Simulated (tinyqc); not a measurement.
Sheet resistance of a shallow doped layer with concentration-dependent mobility and limited activation: one step, computed by the program tinyqc. Command: `OMP_NUM_THREADS=1 python tinyqc.py 3026455 3026456 out.jsonl irvin walk`. One thread of a shared host (Intel(R) Xeon(R) Processor @ 2.30GHz), about 0.01 s of CPU time with the checks.

A layer of one dopant lies in a background of the opposite type. Current flows parallel to the surface down to the junction; depletion is ignored.

Problem. Local values. C(x) = C_s exp(-x^2/(2 l^2)). Active density N = min(C, C_a); carriers n = N - C_B; mobility mu = mu_min + (mu_max - mu_min)/(1 + ((N + C_B)/N_r)^alpha). Conductivity e n mu. Depths are 0, 0.2, 0.4, 0.6, 0.8 and 0.95 of x_j.

Inputs (values chosen for the exercise, modelled on boron in silicon): surface concentration C_s = 1.4e+19 1/cm^3; length l = 29 nm; background C_B = 5.6e+17 1/cm^3; mobility floor mu_min = 49 cm^2/(V s); mobility mu_max = 481 cm^2/(V s); reference density N_r = 1.66e+17 1/cm^3; exponent alpha = 0.693; anneal temperature T = 750 C.

Profile: Gaussian.

junction depth x_j = 73.58090 nm

active limit C_a = 2.479437e+19 1/cm^3

Constants: e = 1.602176634e-19 C.

Give: Along the depth.

Solution.

Along the depth:
```
x (nm)  C (1/cm^3)  N (1/cm^3)  mu (cm^2/(V s))  conductivity (S/cm)
0.00     1.400e+19   1.400e+19             67.6                145.6
14.72    1.231e+19   1.231e+19             69.2                130.3
29.43    8.365e+18   8.365e+18             74.7                 93.4
44.15    4.394e+18   4.394e+18             86.5                 53.1
58.86    1.784e+18   1.784e+18            108.5                 21.3
69.90    7.665e+17   7.665e+17            131.7                  4.4
```
